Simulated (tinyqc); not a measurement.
Extended Hueckel theory, for H3+, step by step. The parameters take no account of the charge, which enters only through the electron count. Computed by tinyqc, a small Python program that keeps every step (integrals from PySCF). Settings: charge = 1, K = 1.5, weighted = 1, multiplicity = 1. Command: `OMP_NUM_THREADS=1 python tinyqc.py 26022 26023 out.jsonl` (the two numbers bound the seeds that draw the settings). One thread of a shared host (Intel(R) Xeon(R) Processor @ 2.60GHz), about 0.01 s of CPU time with the checks.

## Overlaps

Geometry (angstrom):
```
atom       x       y       z
H     0.0000  0.0000  0.0000
H     0.0000  0.0000  0.8420
H     0.0000  0.7290  0.4210
```

Parameters chosen for this run:
```
element  shell  Slater exponent  H_ii (eV)
H           1s           1.3000   -13.6000
```

Slater orbitals, each expanded in six Gaussians scaled to its exponent.

overlap S, order 1H 1s, 2H 1s, 3H 1s:
```
[[1.0000, 0.5680, 0.5681],
 [0.5680, 1.0000, 0.5681],
 [0.5681, 0.5681, 1.0000]]
```

## Wolfsberg-Helmholz matrix

diagonal H_ii (eV): [-13.6000, -13.6000, -13.6000]

K = 1.5000

H_ij = K' S_ij (H_ii + H_jj)/2 for i != j (the diagonal keeps H_ii), with K' = K + D^2 + D^4 (1 - K), D = (H_ii - H_jj)/(H_ii + H_jj), K = 1.5.

H (eV), order 1H 1s, 2H 1s, 3H 1s:
```
[[-13.6000, -11.5877, -11.5900],
 [-11.5877, -13.6000, -11.5900],
 [-11.5900, -11.5900, -13.6000]]
```

## Orbitals

valence electrons = 2

Solve H C = S C e through S^(-1/2); fill by pairs from the bottom, a degenerate level sharing its electrons equally; each orbital has its largest coefficient positive (the first on a tie).

orbital energies (eV): [-17.2168, -4.6583, -4.6530]

occupations: [2.0000, 0.0000, 0.0000]

coefficients, order 1H 1s, 2H 1s, 3H 1s:
```
[[0.3950, 1.0759, -0.6213],
 [0.3950, -1.0759, -0.6213],
 [0.3950, 0.0000, 1.2425]]
```

sum of one-electron energies = -34.4336 eV

## Mulliken analysis

P = C n C^T; charge = valence electrons (H 1) minus the sum of (P S)_ii on the atom; overlap population = 2 sum P_ij S_ij between two atoms.

charges: [0.3334, 0.3334, 0.3333]

Overlap populations:
```
pair     value
2-1   0.354525
3-1   0.354616
3-2   0.354616
```
